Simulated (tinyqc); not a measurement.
From results to parameters: diatomic chain. Computed by the program tinyqc.

Problem. A chain of two alternating masses has one spring constant k; at the zone edge omega^2 = 2k/M and 2k/m, and wavenumber = 521.4708 sqrt(omega^2) with omega^2 in eV/(angstrom^2 u). Find k, the heavier mass and the optical wavenumber at q = 0.

wavenumbers at the zone edge (cm^-1): 296.003517  837.832603
lighter mass = 8.600000 u

Solution. The upper value gives k = m omega^2/2, the ratio of the squares gives M/m, and at q = 0 omega^2 = 2k (1/m + 1/M), the sum of the two.

k = 11.100 eV/angstrom^2
heavier mass = 68.900 u
optical wavenumber at q = 0 = 888.5840 cm^-1
